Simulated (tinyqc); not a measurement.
Spin curve: spin coating of a resist or spin-on film: centrifugal thinning, evaporation and the final thickness (Emslie and Meyerhofer models). Computed by tinyqc, a small Python program. Command: `OMP_NUM_THREADS=1 python tinyqc.py 3111437 3111438 out.jsonl spincoat walk`. One thread of a shared host (Intel(R) Xeon(R) Processor @ 2.30GHz), about 0.1 s of CPU time with the checks.

A Newtonian film stays uniform over the wafer; solvent and solids have the same density and the concentration is uniform through the thickness.

Inputs (values chosen for the exercise, of the order of those of a polymer resist in an ester solvent):

| quantity | value | unit |
|---|---|---|
| solids volume fraction c0 | 0.11 | - |
| kinematic viscosity of the solvent nu_s | 1.2 | mm^2/s |
| viscosity constant k | 3800 | mm^2/s |
| viscosity exponent gamma | 3.4 | - |
| spin speed f | 5000 | rpm |
| evaporation rate at 1000 rpm e0 | 0.17 | micrometre/s |
| starting thickness h0 | 400 | micrometre |
| wafer radius R | 50 | mm |

Method:
- omega = 2 pi f/60; nu(c) = nu_s + k c^gamma; evaporation rate e = e0 sqrt(f/1000 rpm).
- Flow constant K = 2 omega^2/(3 nu(c0)); Reynolds number of the air omega R^2/nu_air with nu_air = 15 mm^2/s.
- Meyerhofer estimate: flow rules until (1 - c0) K h^3 = e, then evaporation alone: h_w = (e/((1 - c0) K))^(1/3), dry film c0 h_w.
- Full model for solids s and liquid l per area, h = s + l, c = s/h: ds/dt = -c Q, dl/dt = -(1 - c) Q - e, Q = 2 omega^2 h^3/(3 nu(c)); integrated adaptively (relative tolerance 1e-9) until l = 0.

dry film, estimate = 217.145 nm

Dry film against speed:

| f (rpm) | full model (nm) | estimate (nm) | time to dry (s) |
|---|---|---|---|
| 500 | 809.86 | 686.67 | 61.793 |
| 1000 | 572.66 | 485.55 | 30.898 |
| 1500 | 467.57 | 396.45 | 20.599 |
| 2000 | 404.93 | 343.34 | 15.449 |
| 3000 | 330.62 | 280.33 | 10.300 |
| 4000 | 286.33 | 242.78 | 7.725 |
| 6000 | 233.79 | 198.23 | 5.150 |

The full thickness goes as f^-0.500; the estimate as (e/omega^2)^(1/3) = f^(-1/2). The time to dry goes as f^-1.00. A thickness window of 1 % allows a speed error of about 2 %.
